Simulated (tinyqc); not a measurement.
Avalanche multiplication and breakdown of a junction from ionisation integrals: one step, computed by the program tinyqc. Command: `OMP_NUM_THREADS=1 python tinyqc.py 3001070 3001071 out.jsonl impact walk`. One thread of a shared host (Intel(R) Xeon(R) Processor @ 2.30GHz), about 0.01 s of CPU time with the checks.

Ionisation coefficients follow the local field. Position x runs through the depletion layer from the p side (x = 0), where electrons enter, to the n side (x = w), where holes enter. The built-in voltage is neglected.

Question. Multiplication and noise. M_n = 1/(1 - I_n), M_p = M_n exp(-Phi(w)); McIntyre excess noise for the carrier with the larger M, F_x = k M + (1 - k)(2 - 1/M), with k = (smaller M - 1)/(larger M - 1).

Junction: punch-through p+ n- n+.

Every 50th point:
```
x (micrometre)  F (MV/cm)  alpha_n (1/cm)  alpha_p (1/cm)        Phi  I_n up to x
0.0000           3.252277    6.921729e+03    1.691391e+05   0.000000   0.00000000
0.0775           2.890841    1.969091e+03    6.569467e+04  -0.832057   0.04775405
0.1550           2.529405    3.911032e+02    1.947329e+04  -1.126672   0.06848521
0.2325           2.167968    4.531642e+01    3.848271e+03  -1.203071   0.07266833
0.3100           1.806532    2.216517e+00    3.974855e+02  -1.215498   0.07306962
0.3875           1.445096    2.396074e-02    1.318814e+01  -1.216465   0.07308400
0.4650           1.083660    1.264049e-05    4.511943e-02  -1.216487   0.07308410
0.5425           0.722224    3.494195e-12    5.254226e-07  -1.216487   0.07308410
0.6200           0.360787    6.990551e-32    7.965283e-22  -1.216487   0.07308410
```

Give: M_n; M_p; effective k; excess noise factor.

Answer.

M_n = 1.0788

M_p = 3.6414

effective k = 0.029850

excess noise factor = 1.7826

Injecting holes gives the larger gain and, at equal gain, the lower noise.
